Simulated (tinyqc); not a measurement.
Valley-orbit splitting of a donor ground state, with strain: one step, computed by the program tinyqc. Command: `OMP_NUM_THREADS=1 python tinyqc.py 3026519 3026520 out.jsonl valleyorbit walk`. One thread of a shared host (Intel(R) Xeon(R) Processor @ 2.30GHz), about 0.01 s of CPU time with the checks.

The basis is the 1s envelope in each valley; energies are counted from the unstrained conduction-band edge. The strain is e_s (a a^T - 1/3) for the unit stress axis a, so valley j along n_j moves by Xi_u e_s w_j with w_j = (n_j.a)^2 - 1/3: -1/3 for x and y, +2/3 for z.

Task: Levels without strain. By symmetry: E(A1) = E_0 + Lambda + 4 Delta_1 + Delta_2 (one state), E(T2) = E_0 + Lambda - Delta_2 (three), E(E) = E_0 + Lambda - 2 Delta_1 + Delta_2 (two), as binding energies.

Inputs (values chosen for the exercise, for a model many-valley semiconductor):
```
quantity                          value  unit
single-valley binding energy E_0   37.6   meV
central-cell shift Lambda          1.71   meV
coupling Delta_1                   3.06   meV
coupling Delta_2                   2.36   meV
```

Valleys: six along <100>. Stress axis: [001].

Give: E(A1); E(T2); E(E).

Result:

E(A1) = 53.91 meV

E(T2) = 36.95 meV

E(E) = 35.55 meV

Only A1 has all valley amplitudes in phase, so only it has weight at the nucleus. Of the upper states T2 is bound more strongly, because Delta_1 is larger than Delta_2.
